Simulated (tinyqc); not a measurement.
KAI against NLS in time: switching kinetics of a ferroelectric film and the memory window of a ferroelectric gate stack. Computed by tinyqc, a small Python program. Command: `OMP_NUM_THREADS=1 python tinyqc.py 3012958 3012959 out.jsonl feswitch walk`. One thread of a shared host (Intel(R) Xeon(R) Processor @ 2.30GHz), about 0.01 s of CPU time with the checks.

Fields in MV/cm; 1 microcoulomb/cm^2 over eps_0 is 11.29409 MV/cm. In the stack (metal, ferroelectric, interlayer, channel) the channel is taken as a conductor.

Inputs (values chosen for the exercise, for a model film): dimension n = 3; half width w of log10 t = 0.46.

Method. KAI: 1 - exp[-(t/t1)^n]. NLS: the same kernel averaged over the Lorentzian F = (1/pi) w/[(z - log10 t1)^2 + w^2] in z = log10 tau.

Switched share:

| log10(t/t1) | KAI | NLS |
|---|---|---|
| -3.0 | 0.0000 | 0.05001 |
| -2.0 | 0.0000 | 0.07573 |
| -1.0 | 0.0010 | 0.15341 |
| -0.5 | 0.0311 | 0.27885 |
| -0.2 | 0.2221 | 0.42591 |
| 0.0 | 0.6321 | 0.54785 |
| 0.2 | 0.9813 | 0.66149 |
| 0.5 | 1.0000 | 0.77890 |
| 1.0 | 1.0000 | 0.86961 |
| 2.0 | 1.0000 | 0.93036 |
| 3.0 | 1.0000 | 0.95271 |

KAI goes from 10 to 90 % within 0.45 decades of time; a Lorentzian of this width needs about 2 w tan(0.4 pi) = 2.8 decades. Three decades after t1, 4.7 % of the NLS film has not switched, and three decades before it 5.0 % already has: the tails set write margins and disturb errors.
